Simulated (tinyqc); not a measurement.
Germanium share from the critical thickness.

Inverse problem. Critical thickness (Matthews-Blakeslee, 60-degree dislocations): h = bv (1 - nu/4)[ln(h/bv) + 1]/(4 pi e_par (1 + nu)), nu = c12/(c11 + c12). e_par = b1 x. Find e_par and x.

Parameters, values chosen for the exercise: lattice mismatch per unit x b1 = 0.0418; elastic constant c11 = 163 GPa; elastic constant c12 = 63.8 GPa; Burgers vector bv = 0.384 nm.

critical thickness = 14.436490 nm

Solution. For given h the relation is explicit in the strain.

e_par = 0.7106 %
x = 0.1700

Numbers from tinyqc (`OMP_NUM_THREADS=1 python tinyqc.py 2530133 2530134 out.jsonl`; about 0.01 s on one thread of a shared Intel Xeon 2.30GHz).
